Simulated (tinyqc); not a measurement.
Inside a calculation: band-to-band tunnelling across a p-n junction in a two-band chain. Values are carried at full precision from step to step, so a last printed digit may differ when a step is redone from the rounded ones.

Sites alternate A at -Eg/2 and C at +Eg/2 with hopping -t; near the edges, with k counted from the zone boundary pi/a, E^2 = (Eg/2)^2 + (t a k)^2, so t = sqrt(c Eg/m)/a gives the mass m, c = hbar^2/2m0. In the gap cosh(q a) = 1 + (Eg^2/4 - e^2)/(2 t^2), e the energy from the local mid-gap. The potential is V0 = Eg + ov on the p side (left), 0 on the n side, and falls linearly over the 2N sites of the junction, V_j = V0 (1 - j/(2N + 1)), j = 1 to 2N, site 1 being A. E = Eg/2 + x ov. A half chain that ends on a site of level e1 with neighbour e2 has g = (1 + z)/(E - e1), z = exp(-/+ i k a) the root with Im g < 0, cos(k a) = (E - e1)(E - e2)/(2 t^2) - 1. S_L = t^2 g (ending on C, shifted by V0), S_R = t^2 g (starting on A). T = 4 Im(S_L) Im(S_R) |G_(1,2N)|^2.

Constants: hbar^2/2m0 = 3.80998211 eV angstrom^2.

Values chosen for the exercise (gap and mass near those of InSb; shifted at random, so the results belong to these values and not to a real crystal): Eg = 0.188 eV (gap); m = 0.0143 m0 (mass of electron and light hole); a = 5 angstrom (period (two sites)); ov = 0.19 eV (overlap: top of the valence band on the p side above the conduction edge on the n side); N = 4 (periods in the small junction); x = 0.71 (energy above the n-side conduction edge, as a share of ov).

## Hopping, field and tunnelling length

Form t, V0, E, the field F = V0/((2N + 1) a/2) (1 V/angstrom = 100 MV/cm) and the length Eg/F over which E lies in the gap.

t = 1.4155 eV
V0 = 0.3780 eV
E = 0.2289 eV
F = 1.680 MV/cm
tunnelling length = 11.19 angstrom

So short a junction keeps the matrix small; its field is of the size of the 1 to 3 MV/cm of tunnel diodes.

## Self-energies of the two sides

Form cos(k a) and S for each side.

cos(k a): left -0.996657, right -0.989130

S_L, S_R (eV): [-0.02755-0.67332i, 0.06745-0.91241i]

## Recursive Green function

g_1 = 1/(E - e_1 - S_L); g_j = 1/(E - e_j - t^2 g_(j-1)), with S_R also subtracted at the last site; G_1j = G_1(j-1) (-t) g_j, G_11 = g_1; e_j is the site level plus V_j. The self-energies stand in the order S_L, S_R.

Sweep:
```
j  e_j (eV)       g_j (1/eV)      G_1j (1/eV)
1    0.2420   0.0319-1.4845i   0.0319-1.4845i
2    0.3880  -0.0251-0.3343i   0.7037-0.0376i
3    0.1580   0.2614-1.4456i  -0.1834+1.4537i
4    0.3040  -0.0684-0.3311i  -0.6991+0.0549i
5    0.0740   0.5558-1.2627i   0.4520-1.2927i
6    0.2200  -0.1450-0.3320i   0.7002-0.0529i
7   -0.0100   0.7326-0.9204i  -0.6571+0.9671i
8    0.1360  -0.1490-0.2848i  -0.5285-0.0609i
```

T = 0.6954

## WKB for the same field

T = exp(-2 I/F), I = integral of q de across the gap. Continuum: q = sqrt(Eg^2/4 - e^2)/(t a), I = pi Eg^2/(8 t a). Lattice: q from the cosh formula, 12 Gauss-Legendre points in u with e = (Eg/2) sin(u), u from -pi/2 to pi/2. F in V/angstrom is the value in MV/cm over 100.

I (eV/angstrom): continuum 0.001961, lattice 0.001961

T by WKB: continuum 0.7918, lattice 0.7918

The chain gives 0.6954, 0.878 times the lattice WKB value; the exponent is only 0.23, and reflections at the two kinks of the potential count.

## Checks

- G_(1,2N) from the sweep against inversion of the whole matrix (size): both 0.53196.

(tinyqc, `OMP_NUM_THREADS=1 python tinyqc.py 1481191 1481192 out.jsonl`, Intel(R) Xeon(R) Processor @ 2.30GHz, 1 thread, shared host, about 0.01 s.)
